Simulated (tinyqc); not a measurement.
Worked calculation: plane-wave Kohn-Sham cycle with exchange-only LDA in a layered model solid. Computed by tinyqc, a small Python program that keeps every step. Settings: points = 16, plane-wave index or count = 3, electrons = 4, k points = 3, area = 25.0, mixing = 1.0, iteration cap = 80. Command: `OMP_NUM_THREADS=1 python tinyqc.py 22591 22592 out.jsonl` (the two numbers bound the seeds that draw the settings). One thread of a shared host (Intel(R) Xeon(R) Processor @ 2.60GHz), about 0.03 s of CPU time with the checks.

A solid whose potential varies along x alone (atomic units):
```
parameter                      value
period a                   12.500000
cross-section of the cell  25.000000
electrons per cell                 4
grid points                       16
plane waves -n..n, n               3
k points                           3
V1 in V1 cos(2 pi x/a)     -0.620000
V2 in V2 cos(4 pi x/a)      0.160000
```

Stop when sqrt(dV sum R^2) is below 1e-8, dV = a A/N.

Course of the cycle:
```
iteration  E (hartree)  norm of the residual
1           -1.6426189              2.03e-01
2           -1.4633864              2.57e-01
3           -1.7854675              2.79e-01
4           -1.6022493              2.97e-01
5           -1.9772935              3.06e-01
6           -1.6594100              3.12e-01
7           -2.0446568              3.15e-01
8           -1.6759342              3.16e-01
9           -2.0631032              3.17e-01
10          -1.6801810              3.17e-01
11          -2.0677738              3.18e-01
...                ...                   ...
70          -1.6815846              3.18e-01
71          -2.0693112              3.18e-01
72          -1.6815846              3.18e-01
73          -2.0693112              3.18e-01
74          -1.6815846              3.18e-01
75          -2.0693112              3.18e-01
76          -1.6815846              3.18e-01
77          -2.0693112              3.18e-01
78          -1.6815846              3.18e-01
79          -2.0693112              3.18e-01
80          -1.6815846              3.18e-01
```

Can the last value be used, and what does the course show?

Not by the stop rule. Not converged within 80 iterations: the residual has stopped falling: the iteration swings between two states. Reruns (cap 100 unless said): mixing 0.1: not converged; mixing 0.5, Kerker q0 1.0: converged in 87 (E = -1.11452); mixing 0.3, Pulay depth 5: converged in 13 (E = -1.11452); the original settings with a cap of 400: not converged.
